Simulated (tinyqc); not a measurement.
Conduction-band anticrossing with a localised impurity level: one step. The levels at one k. Three cases, with inputs chosen for the exercise.

Question. Fill in the matrix and give levels and weights.

Host conduction band EM(k) = Eg - al x + c k^2/mM, c = hbar^2/2m0, coupled to a flat level EI by V = C sqrt(x): H = [[EM, V], [V, EI]], E+/- = (EM + EI)/2 +/- sqrt((EM - EI)^2/4 + V^2). The host weight of a state at E is f = 1/(1 + V^2/(E - EI)^2), and its mass at k = 0 is mM/f. The gap is E-(0), the valence top staying at 0.

Constants: hbar^2/2m0 = 3.80998211 eV angstrom^2.

Give: H; E-, E+; host weights.

Case 1.

Values chosen (host near InP; shifted at random, so the results belong to these values and not to a real crystal): Eg = 1.396 eV (gap at Gamma to the s-like level); mM = 0.078 m0 (mass of the host band); EI = 1.673 eV (impurity level, from the valence top of the host); C = 2.45 eV (coupling); al = 1.47 eV (linear shift of the host edge); x = 0.0064 (impurity fraction); k = 0.048 1/angstrom (wave vector).

Answer.

H (eV):
```
            host  impurity
host      1.4991    0.1960
impurity  0.1960    1.6730
```

E-, E+ (eV): 1.3717  1.8005

host weights: 0.7027  0.2973

Case 2.

Values chosen (host near GaAs; shifted at random, so the results belong to these values and not to a real crystal): Eg = 1.509 eV (gap at Gamma to the s-like level); mM = 0.0682 m0 (mass of the host band); EI = 1.801 eV (impurity level, from the valence top of the host); C = 2.66 eV (coupling); al = 0.75 eV (linear shift of the host edge); x = 0.003 (impurity fraction); k = 0.013 1/angstrom (wave vector).

Answer.

H (eV):
```
            host  impurity
host      1.5162    0.1457
impurity  0.1457    1.8010
```

E-, E+ (eV): 1.4549  1.8623

host weights: 0.8495  0.1505

Case 3.

Values chosen (host near InP; shifted at random, so the results belong to these values and not to a real crystal): Eg = 1.442 eV (gap at Gamma to the s-like level); mM = 0.0796 m0 (mass of the host band); EI = 1.672 eV (impurity level, from the valence top of the host); C = 2.55 eV (coupling); al = 0.41 eV (linear shift of the host edge); x = 0.0034 (impurity fraction); k = 0.058 1/angstrom (wave vector).

Answer.

H (eV):
```
            host  impurity
host      1.6016    0.1487
impurity  0.1487    1.6720
```

E-, E+ (eV): 1.4840  1.7896

host weights: 0.6152  0.3848

Computed by tinyqc, one run a case: `OMP_NUM_THREADS=1 python tinyqc.py N N+1 out.jsonl` with N = 1050289, 1050724, 1051582; one thread of a shared Intel(R) Xeon(R) Processor @ 2.30GHz, about 0.01 s a run at most.
